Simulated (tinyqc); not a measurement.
Worked calculation: extended Hueckel theory, for H6. One step of it, computed by the program tinyqc.

Question. Orbitals. Solve H C = S C e through S^(-1/2); fill by pairs from the bottom, a degenerate level sharing its electrons equally; each orbital has its largest coefficient positive (the first on a tie).

H (eV), order 1H 1s, 2H 1s, 3H 1s, 4H 1s, 5H 1s, 6H 1s:
```
[[-13.600000, -12.884545, -2.153941, -0.431476, -0.038171, -0.005076],
 [-12.884545, -13.600000, -8.663242, -2.153941, -0.237907, -0.038171],
 [-2.153941, -8.663242, -13.600000, -12.884545, -2.153941, -0.431476],
 [-0.431476, -2.153941, -12.884545, -13.600000, -8.663242, -2.153941],
 [-0.038171, -0.237907, -2.153941, -8.663242, -13.600000, -12.884545],
 [-0.005076, -0.038171, -0.431476, -2.153941, -12.884545, -13.600000]]
```

overlap S, order 1H 1s, 2H 1s, 3H 1s, 4H 1s, 5H 1s, 6H 1s:
```
[[1.000000, 0.541367, 0.090502, 0.018129, 0.001604, 0.000213],
 [0.541367, 1.000000, 0.364002, 0.090502, 0.009996, 0.001604],
 [0.090502, 0.364002, 1.000000, 0.541367, 0.090502, 0.018129],
 [0.018129, 0.090502, 0.541367, 1.000000, 0.364002, 0.090502],
 [0.001604, 0.009996, 0.090502, 0.364002, 1.000000, 0.541367],
 [0.000213, 0.001604, 0.018129, 0.090502, 0.541367, 1.000000]]
```

valence electrons = 6

Give: orbital energies; occupations; coefficients; sum of one-electron energies.

Answer.

orbital energies (eV): [-18.6065, -17.3777, -15.1887, -5.9747, 1.5030, 11.6180]

occupations: [2.0000, 2.0000, 2.0000, 0.0000, 0.0000, 0.0000]

coefficients, order 1H 1s, 2H 1s, 3H 1s, 4H 1s, 5H 1s, 6H 1s:
```
[[0.2028, 0.3784, 0.4317, 0.6082, -0.7017, 0.4597],
 [0.2877, 0.3964, 0.2319, -0.4035, 0.8241, -0.7389],
 [0.3615, 0.1202, -0.4267, -0.5840, -0.2621, 0.9893],
 [0.3615, -0.1202, -0.4267, 0.5840, -0.2621, -0.9893],
 [0.2877, -0.3964, 0.2319, 0.4035, 0.8241, 0.7389],
 [0.2028, -0.3784, 0.4317, -0.6082, -0.7017, -0.4597]]
```

sum of one-electron energies = -102.3456 eV
